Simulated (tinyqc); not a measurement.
Ways to average over directions: averaged masses of warped heavy- and light-hole bands.

Four-band hole energies E = c k^2 f(u), c = hbar^2/2m0, f = g1 -/+ 2 sqrt(g2^2 + 3 (g3^2 - g2^2) s), s = ux^2 uy^2 + uy^2 uz^2 + uz^2 ux^2 for the unit vector u; minus for heavy, plus for light holes; the mass along u is 1/f.

Grid: n x n midpoints in cos(theta) from 0 to 1 and phi from 0 to pi/2, equal weights. m_d = <f^(-3/2)>^(2/3). Conductivity mass for one scattering time: 1/m_c = <|w|^2 f^(-5/2)>/<f^(-3/2)> with w = grad_k(k^2 f)/(2 k), that is |w|^2 = f^2 + |angular gradient of f|^2/4.

Inputs chosen for the exercise (out of a larger set: near those of InSb; not measured data):
- g1 = 34.64 (Luttinger gamma1)
- g2 = 15.36 (gamma2)
- g3 = 16.58 (gamma3)

Heavy and light m_d on grids of growing n, against n = 160; also the three-direction rule <F> = (10 F[100] + 16 F[110] + 9 F[111])/35 and the spherical masses 1/(g1 (1 -/+ mu)), mu = (6 g3 + 4 g2)/(5 g1).

Masses (m0):
```
method,heavy,light,error heavy (%),error light (%)
grid n = 1,0.6593,0.0148,48.57,-1.37
grid n = 2,0.4497,0.0149,1.34,-0.22
grid n = 3,0.4483,0.0149,1.02,-0.10
grid n = 5,0.4451,0.0150,0.29,-0.04
grid n = 10,0.4441,0.0150,0.07,-0.01
grid n = 160,0.4438,0.0150,0.00,0.00
three directions,0.4802,0.0150,8.22,0.03
spherical,0.4072,0.0150,-8.25,0.01
[100] alone,0.2551,0.0153,-42.51,2.25
```

What can be read from this table?

The heavy mass is within 1 % from grid n = 5 on. Three directions err by +8.22 %, the spherical form by -8.25 % and [100] alone by -42.5 %; for light holes the same three err by +0.03, +0.01 and +2.3 %. The power -3/2 weights the heavy directions near [111], which a mean of f misses.

tinyqc: `OMP_NUM_THREADS=1 python tinyqc.py 1081149 1081150 out.jsonl`; about 0.02 s, one thread, shared Intel(R) Xeon(R) Processor @ 2.30GHz.
